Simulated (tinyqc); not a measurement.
From results back to parameters: defect, radiative and Auger recombination at equal electron and hole densities (ABC model). Three cases, with inputs chosen for the exercise.

Problem. The peak efficiency, the current at the peak and the differential lifetime there, tau_p = 1/(Ae + 2 B n_p + 3 C n_p^2), are given; Ae, B and C are hidden. n_p = sqrt(Ae/C), Q = B/sqrt(Ae C), IQE_max = Q/(Q + 2).

J/(e d) = Ae n + B n^2 + C n^3 with Ae = A + 4 S/w (four side walls, carriers spread evenly), e = 1.602176634e-19 C, lengths in cm; internal efficiency IQE = B n^2/(Ae n + B n^2 + C n^3); all injected carriers recombine in the layer.

Case 1.

Values chosen (out of a larger set: orders of magnitude like those quoted for Ge; not measured data): d = 900 nm (active thickness).

IQE_max = 0.277534
J at the peak = 0.207825 A/cm^2
tau_p = 7525.69 ns

Case 2.

Values chosen (out of a larger set: orders of magnitude like those quoted for Si; not measured data): d = 190000 nm (active thickness).

IQE_max = 0.00596492
J at the peak = 10.8563 A/cm^2
tau_p = 10354.5 ns

Case 3.

Values chosen (out of a larger set: orders of magnitude like those quoted for InP; not measured data): d = 69 nm (active thickness).

IQE_max = 0.954974
J at the peak = 7352.50 A/cm^2
tau_p = 0.506365 ns

Find: Q; Ae; n_p; B; C.

Solution. Q = 2 IQE/(1 - IQE). At the peak B n = Q Ae and C n^2 = Ae, so 1/tau_p = Ae (4 + 2Q) and J = e d Ae n_p (2 + Q); B and C follow.

Case 1.

Q = 0.768
Ae = 2.40e+04 1/s
n_p = 2.17e+17 1/cm^3
B = 8.5e-14 cm^3/s
C = 5.1e-31 cm^6/s

Case 2.

Q = 0.0120
Ae = 2.40e+04 1/s
n_p = 7.39e+16 1/cm^3
B = 3.9e-15 cm^3/s
C = 4.4e-30 cm^6/s

Case 3.

Q = 42.4
Ae = 2.22e+07 1/s
n_p = 6.74e+18 1/cm^3
B = 1.4e-10 cm^3/s
C = 4.9e-31 cm^6/s

Computed by tinyqc, one run a case: `OMP_NUM_THREADS=1 python tinyqc.py N N+1 out.jsonl` with N = 1652349, 1652370, 1652410; one thread of a shared Intel(R) Xeon(R) Processor @ 2.30GHz, about 0.01 s a run at most.
